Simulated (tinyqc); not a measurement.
Core-shell quantum dot (spherical envelope functions): one step. Exciton and biexciton. Two cases, with inputs chosen for the exercise.

Question. Give E, the wavelength hc/E and the biexciton shift.

Overlap = (integral of u_e u_h)^2 with normalised u. Coulomb integrals J_ab = (q/eps) double integral of u_a(r)^2 u_b(s)^2/max(r, s), q = e^2/(4 pi eps0), one eps everywhere. Exciton E = Eg + E_e + E_h - J_eh; first-order biexciton shift J_ee + J_hh - 2 J_eh (positive: repulsive).

Constants: hc = 1239.841984 eV nm.

Give: E; wavelength; biexciton shift.

Case 1.

Values chosen (out of a larger set: near those of a CdTe/CdSe core-shell dot; not measured data): Eg = 1.498 eV (gap of the core).

Levels:
```
carrier      E (eV)  share in the core
electron  -0.125085            0.20381
hole       0.072298            0.98377
```

J_eh, J_ee, J_hh (meV): [51.491, 44.488, 91.778]

Answer.

E = 1.394 eV
wavelength = 890 nm
biexciton shift = 33 meV

The line lies below the gap of the core. At first order the shift is the Coulomb integral of the net charge density with itself and cannot be negative; correlation, left out here, lowers it.

Case 2.

Values chosen (out of a larger set: near those of a GaAs/AlGaAs core-shell dot; not measured data): Eg = 1.434 eV (gap of the core).

Levels:
```
carrier     E (eV)  share in the core
electron  0.416045            0.17753
hole      0.136509            0.29140
```

J_eh, J_ee, J_hh (meV): [54.881, 51.365, 59.686]

Answer.

E = 1.932 eV
wavelength = 642 nm
biexciton shift = 1 meV

At first order the shift is the Coulomb integral of the net charge density with itself and cannot be negative; correlation, left out here, lowers it, and may reverse a shift as small as this.

Computed by tinyqc, one run a case: `OMP_NUM_THREADS=1 python tinyqc.py N N+1 out.jsonl` with N = 1282102, 1282366; one thread of a shared Intel(R) Xeon(R) Processor @ 2.30GHz, about 0.06 s a run at most.
